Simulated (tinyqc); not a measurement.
Worked calculation: optical transitions of a finite quantum well. Values are carried at full precision from step to step, so a last printed digit may differ when a step is redone from the rounded ones.

Each carrier sees a square well of width L with its own depth V and masses m (inside), mb (outside); c = hbar^2/2m0, k = sqrt(m E/c), kappa = sqrt(mb (V - E)/c), and level n solves k L + 2 atan[(k/m)/(kappa/mb)] = n pi. The envelope is cos(kz) for odd n and sin(kz) for even n inside, joins exp(-kappa (|z| - L/2)) outside, and is normalised to 1. Excitons and band mixing are left out.

Constants: hbar^2/2m0 = 3.80998211 eV angstrom^2; hc = 1239.841984 eV nm; fine-structure constant alpha = 0.007297352564.

Inputs chosen for the exercise (near those of an InGaAs well in InP; shifted at random, so the results belong to these values and not to a real crystal):
```
symbol  value   unit         meaning
L       89      angstrom     well width
Eg      0.807   eV           gap of the well
Vc      0.244   eV           conduction offset
Vv      0.333   eV           valence offset
me      0.04    m0           electron, well
meb     0.0817  m0           electron, barrier
mh      0.38    m0           heavy hole along z, well
mhb     0.519   m0           heavy hole, barrier
ml      0.0526  m0           light hole along z, well
mlb     0.1246  m0           light hole, barrier
Ns      1.7     x 1e12/cm^2  electrons in e1
n_r     3.31                 refractive index
G       20      meV          half width of the line
```

## Confinement energies

Up to three levels for each carrier.

Levels:
```
level  E (eV)  k (1/angstrom)  kappa (1/angstrom)
e1     0.0454         0.02183             0.06526
e2     0.1835         0.04389             0.03603
hh1    0.0095         0.03085             0.20991
hh2    0.0381         0.06166             0.20042
hh3    0.0855         0.09237             0.18360
lh1    0.0404         0.02362             0.09782
lh2    0.1680         0.04816             0.07346
```

## Interband transitions

From e1 and e2 to each hole level: E = Eg + E_e + E_h, wavelength hc/E, squared overlap of the envelopes, and the strength |<S|p|v>|^2 in units of P^2 at the subband edge: overlap^2 times 1/2 (hh) or 1/6 (lh) for light polarised in the plane (TE), times 0 (hh) or 2/3 (lh) along z (TM).

Transitions:
```
pair    E (eV)  wavelength (nm)  overlap^2      TE      TM
e1-hh1  0.8619           1438.4     0.9245  0.4622  0.0000
e1-hh2  0.8905           1392.3     0.0000  0.0000  0.0000
e1-lh1  0.8928           1388.7     0.9925  0.1654  0.6617
e1-hh3  0.9379           1321.9     0.0315  0.0158  0.0000
e2-hh1  1.0000           1239.8     0.0000  0.0000  0.0000
e1-lh2  1.0204           1215.1     0.0000  0.0000  0.0000
e2-hh2  1.0286           1205.4     0.7084  0.3542  0.0000
e2-lh1  1.0309           1202.7     0.0000  0.0000  0.0000
e2-hh3  1.0760           1152.3     0.0000  0.0000  0.0000
e2-lh2  1.1584           1070.3     0.9353  0.1559  0.6235
```

The edge is e1-hh1 at 1438 nm. Pairs of opposite parity vanish exactly; e1-hh3 is allowed by parity and reaches 0.0315, only because the two envelopes leak differently into the barriers.

## Intersubband transitions from e1

z_1j = <1|z|j>; 1/m1 = <1|1/m|1>; f_1j = (m1/c)(E_j - E_1) z_1j^2, which sums to 1 over all bound and continuum states.

Transitions:
```
pair  E (meV)  wavelength (micrometre)  |z| (angstrom)        f
1-2    138.07                    8.980          25.335  0.96434
```

m1 = 0.04146 m0
sum of f over bound states = 0.9643

The continuum carries the remaining 0.0357. With hard walls z_12 = 16 L/(9 pi^2) = 16.03 angstrom and f_12 = 256/(27 pi^2) = 0.9607.

## Absorption of one well

For light polarised along z (a real waveguide or Brewster geometry adds an angle factor), with all electrons in e1 and none in e2, the peak fractional absorption is 4 pi alpha Ns c f_12/(n_r m1 G) and the area under the Lorentzian line is pi G times that, c = hbar^2/2m0; 1e12/cm^2 = 1e-4/angstrom^2. EF - E1 = 2 pi c Ns/m1 at zero temperature.

peak absorption = 2.087 %
area = 131.12 % meV
EF - E1 = 98.2 meV

EF lies below e2, as assumed.

## Checks

- Sum of f over all levels of a difference grid (60 cells across the well) against 1: 0.998 against 1.000.
- The strength f_12 on that grid against the matched envelopes: both 0.964.

(tinyqc, `OMP_NUM_THREADS=1 python tinyqc.py 1282419 1282420 out.jsonl`, Intel(R) Xeon(R) Processor @ 2.30GHz, 1 thread, shared host, about 0.1 s.)
